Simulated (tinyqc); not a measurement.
From results back to parameters: averaged masses of warped heavy- and light-hole bands. Five cases, with inputs chosen for the exercise.

Problem. For B along [111] the central orbits have s = 1/4 all round, so the cyclotron masses are 1/(g1 -/+ sqrt(g2^2 + 3 g3^2)). They are given with the heavy-hole mass along [100], 1/(g1 - 2 g2); g2 and g3 are positive.

Case 1.

heavy and light cyclotron mass for B along [111]; heavy mass along [100] (m0): 0.5493962  0.1597490  0.3267974

Case 2.

heavy and light cyclotron mass for B along [111]; heavy mass along [100] (m0): 0.5535932  0.1583878  0.3246753

Case 3.

heavy and light cyclotron mass for B along [111]; heavy mass along [100] (m0): 0.5378464  0.0405832  0.2652520

Case 4.

heavy and light cyclotron mass for B along [111]; heavy mass along [100] (m0): 0.4471453  0.0401871  0.2439024

Case 5.

heavy and light cyclotron mass for B along [111]; heavy mass along [100] (m0): 0.4361309  0.0147043  0.2597403

Find: g1; sqrt(g2^2 + 3 g3^2); g2; g3.

Solution. The mean of the two inverse cyclotron masses is g1 and half their difference is the root; g2 = (g1 - 1/m[100])/2, and g3 follows.

Case 1.

g1 = 4.04
sqrt(g2^2 + 3 g3^2) = 2.220
g2 = 0.49
g3 = 1.25

Case 2.

g1 = 4.06
sqrt(g2^2 + 3 g3^2) = 2.254
g2 = 0.49
g3 = 1.27

Case 3.

g1 = 13.25
sqrt(g2^2 + 3 g3^2) = 11.391
g2 = 4.74
g3 = 5.98

Case 4.

g1 = 13.56
sqrt(g2^2 + 3 g3^2) = 11.324
g2 = 4.73
g3 = 5.94

Case 5.

g1 = 35.15
sqrt(g2^2 + 3 g3^2) = 32.857
g2 = 15.65
g3 = 16.68

Computed by tinyqc, one run a case: `OMP_NUM_THREADS=1 python tinyqc.py N N+1 out.jsonl` with N = 1050112, 1050114, 1050123, 1050196, 1050197; one thread of a shared Intel(R) Xeon(R) Processor @ 2.30GHz, about 0.02 s a run at most.
